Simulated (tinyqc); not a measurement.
# Thin-film transistor with exponential tail and deep states, accumulation layer: what changes with what

An undoped film in accumulation, thicker than the space-charge layer. With band bending psi the Fermi level lies E0 - psi below the band edge. Free electrons n = n0 exp(psi/Vt) carry the current; electrons in two exponential distributions of traps, a = a0 exp(psi/Va) and d = d0 exp(psi/Vp), do not. Linear regime, ohmic contacts, traps in equilibrium.

Inputs (values chosen for the exercise); values close to those of amorphous silicon: temperature T = 290 K; relative permittivity of the semiconductor eps_r = 11.8; density of extended states Nc = 4.8e19 cm^-3; band mobility mb = 7 cm^2/(V s); total density of tail states Nt = 6e19 cm^-3; characteristic temperature of the tail Tt = 360 K; total density of deep states Nd = 7.1e17 cm^-3; characteristic temperature of the deep states Td = 1060 K; bulk Fermi level below the band edge E0 = 0.44 eV; gate capacitance Ci = 100 nF/cm^2; ratio W/L WL = 10; drain voltage Vd = 0.05 V; gate voltage above flat band Vg = 4.3 V.

Constants: q = 1.602176634e-19 C, kB = 1.380649e-23 J/K, Vt = kB T/q, eps0 = 8.8541878128e-14 F/cm where lengths are in cm. Results are converted to the units shown.

Each table varies one quantity; the others keep the values above.

## Effect of the gate capacitance

Va = kB Tt/q, Vp = kB Td/q; n0 = Nc exp(-E0/Vt), a0 = Nt th(T/Tt) exp(-E0/Va), d0 = Nd th(T/Td) exp(-E0/Vp), th(x) = pi x/sin(pi x). G(psi) = sum over the three kinds of c0 [V (exp(psi/V) - 1) - psi], field F = sqrt(2 q G/(eps0 eps_r)); Vg = psi + eps0 eps_r F/Ci at the surface. Total charge Q = Ci (Vg - psi_s); free charge Qf = q times the integral of n0 (exp(psi/Vt) - 1)/F over psi from 0 to psi_s; I = (W/L) mb Qf Vd; effective mobility mb Qf/Q.

Effect of the gate capacitance:
```
Ci (nF/cm^2),E0 - psi_s (eV),Q (nC/cm^2),free share (%),effective mobility (cm^2/(V s)),I (nA)
20,0.1995,81.19,1.507,0.1055,4.282
31,0.1685,124.9,2.276,0.1593,9.947
49,0.1380,195.9,3.238,0.2267,22.20
77,0.1091,305.6,4.343,0.3040,46.45
120,0.08143,473.0,5.589,0.3913,92.53
190,0.05334,743.5,7.076,0.4953,184.1
300,0.02577,1166,8.783,0.6148,358.4
```

Read the table: what changes, and by how much?

As Ci goes from 20 to 300 nF/cm^2, the free share rises from 1.51 to 8.78 %, the distance of the Fermi level from the edge falls from 0.200 to 0.0258 eV and the current rises from 4.28 to 358 nA. At Ci = 300 nF/cm^2 the surface Fermi level is within 2 Vt of the band edge, where the exponential forms fail. In every row the th form, which assumes a Fermi level far below the edge, overcounts the filled tail at the surface by more than 15 %.

## Effect of the total density of tail states

Same model as above.

Results:
```
Nt (cm^-3),E0 - psi_s (eV),Q (nC/cm^2),free share (%),effective mobility (cm^2/(V s)),I (nA)
2e18,0.03361,389.4,56.49,3.954,769.9
1.1e19,0.05282,391.3,25.41,1.779,348.0
2.4e19,0.06910,392.9,13.10,0.9169,180.1
5.6e19,0.09082,395.1,5.456,0.3819,75.44
1.3e20,0.1147,397.5,2.094,0.1466,29.13
3e20,0.1393,399.9,0.7781,0.05447,10.89
```

Estimate the missing row, Nt = 4.6e18 cm^-3.

Computed row:
```
Nt (cm^-3),E0 - psi_s (eV),Q (nC/cm^2),free share (%),effective mobility (cm^2/(V s)),I (nA)
4.6e18,0.04034,390.0,42.57,2.980,581.1
```

With this row back in the table: As Nt goes from 2e18 to 3e20 cm^-3, the free share falls from 56.5 to 0.778 %, the distance of the Fermi level from the edge rises from 0.0336 to 0.139 eV and the current falls from 770 to 10.9 nA. Q varies by only 2.7 %: the gate sets the charge, the traps decide how much of it moves. For Nt = 2e18 to 4.6e18 cm^-3 the surface Fermi level is within 2 Vt of the band edge, where the exponential forms fail. In every row the th form, which assumes a Fermi level far below the edge, overcounts the filled tail at the surface by more than 15 %.

## Effect of the total density of deep states

Same model as above.

Results:
```
Nd (cm^-3),E0 - psi_s (eV),Q (nC/cm^2),free share (%),effective mobility (cm^2/(V s)),I (nA)
7.1e16,0.09130,395.1,5.592,0.3914,77.33
1.7e17,0.09151,395.2,5.496,0.3847,76.01
4.2e17,0.09207,395.2,5.279,0.3696,73.03
1e18,0.09336,395.3,4.853,0.3397,67.15
5.9e18,0.1048,396.5,2.676,0.1873,37.14
1.4e19,0.1247,398.5,1.102,0.07711,15.36
```

Estimate the missing row, Nd = 2.4e18 cm^-3.

Computed row:
```
Nd (cm^-3),E0 - psi_s (eV),Q (nC/cm^2),free share (%),effective mobility (cm^2/(V s)),I (nA)
2.4e18,0.09654,395.7,4.045,0.2832,56.02
```

With this row back in the table: As Nd goes from 7.1e16 to 1.4e19 cm^-3, the free share falls from 5.59 to 1.10 %, the distance of the Fermi level from the edge rises from 0.0913 to 0.125 eV and the current falls from 77.3 to 15.4 nA. Q varies by only 0.84 %: the gate sets the charge, the traps decide how much of it moves. In every row the th form, which assumes a Fermi level far below the edge, overcounts the filled tail at the surface by more than 15 %.

Numbers from tinyqc (`OMP_NUM_THREADS=1 python tinyqc.py 2610070 2610071 out.jsonl`; about 0.01 s on one thread of a shared Intel Xeon 2.30GHz).
